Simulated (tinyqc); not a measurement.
# Changing the free density at the anode, in units of N_c

Model: space-charge-limited current through a thin insulating or semi-insulating film with traps. Computed by tinyqc, a small Python program. Command: `OMP_NUM_THREADS=1 python tinyqc.py 3011636 3011637 out.jsonl sclc sweep`. One thread of a shared host (Intel(R) Xeon(R) Processor @ 2.30GHz), about 0.01 s of CPU time with the checks.

One ohmic injecting contact at x = 0 (field zero), drift only, non-degenerate free carriers.

Inputs (values chosen for the exercise, modelled on amorphous silicon):
```
quantity                                            value        unit
permittivity eps                                     11.8           -
band mobility mu                                      6.2  cm^2/(V s)
effective density of states N_c                   2.1e+20      1/cm^3
trap density N_t                                    1e+17      1/cm^3
equilibrium Fermi level below the band edge, E_0     0.83          eV
thickness d                                           450          nm
temperature T                                         300           K
trap level E_t below the band edge                   0.33          eV
```

Traps: single level.

Constants: k_B = 8.617333262e-05 eV/K; e = 1.602176634e-19 C; eps_0 = 8.8541878128e-12 F/m.

Method:
- Free density n_0 = N_c exp(-E_0/k_B T) in equilibrium; trapped density n_t(n) = N_t/(1 + n_1/n), n_1 = N_c exp(-E_t/k_B T).
- theta = n/(n + n_t) at the anode density; trap-filled-limit voltage V_TFL = e (N_t - n_t(n_0)) d^2/(2 eps eps_0).
- J = e mu n F and (eps eps_0/e) dF/dx = n - n_0 + n_t(n) - n_t(n_0) = rho(n). With F = J/(e mu n): d = (eps eps_0 J/(e^2 mu)) I_1 and V = (eps eps_0 J^2/(e^3 mu^2)) I_2, I_k = int_(n_L)^infinity dn/(n^(k+1) rho(n)), n_L the density at the anode; with u = n_L/n, 200 Gauss-Legendre points in t, u = 1 - (1 - t)^2.
- Anode field J/(e mu n_L); Mott-Gurney current (9/8) eps eps_0 mu V^2/d^3; ohmic current e n_0 mu V/d.

One run for each value; columns: (1) free density at the anode, in units of N_c; (2) voltage V (V); (3) current density J (A/cm^2); (4) anode field over mean field V/d; (5) theta:
```
(1)             (2)        (3)    (4)     (5)
1.00e-10  1.457e-03  1.013e-06  1.500  0.0060
7.70e-10  1.121e-02  6.003e-05  1.500  0.0060
6.00e-09  8.695e-02  3.632e-03  1.502  0.0060
4.60e-08  6.444e-01  2.077e-01  1.512  0.0061
3.60e-07  3.992e+00  1.051e+01  1.578  0.0067
2.80e-06  1.195e+01  2.750e+02  1.773  0.0117
2.20e-05  1.865e+01  3.477e+03  1.828  0.0496
1.70e-04  3.534e+01  4.646e+04  1.668  0.2663
1.30e-03  1.363e+02  1.264e+06  1.539  0.7323
1.00e-02  8.935e+02  6.237e+07  1.506  0.9546
```

What does the table show?

Over the rows, voltage V (V) rises from 0.00146 to 894 (exponent d ln y / d ln x 1.00 between the first rows and 0.92 between the last); current density J (A/cm^2) rises from 1.01e-6 to 6.24e7 (exponent d ln y / d ln x between 1.2 and 2.0); anode field over mean field V/d goes from 1.50 through a maximum among these rows, 1.83 at 2.20e-5, to 1.51.

Caution (rows 1.00e-10, 7.70e-10, 6.00e-9): V is below 10 k_B T/e, where diffusion from the contact, left out here, dominates. Caution (rows 1.70e-4, 0.00130, 0.0100): J V exceeds 1e5 W/cm^2, where self-heating, left out here, would matter. Caution (rows 0.00130, 0.0100): mu V/d exceeds 1e7 cm/s, so velocity saturation would limit the current. Caution (rows 0.00130, 0.0100): the mean field exceeds 3 MV/cm, where field-assisted emission from traps and breakdown set in.

Extremes, crossings and ranges named in words are read from the listed rows.
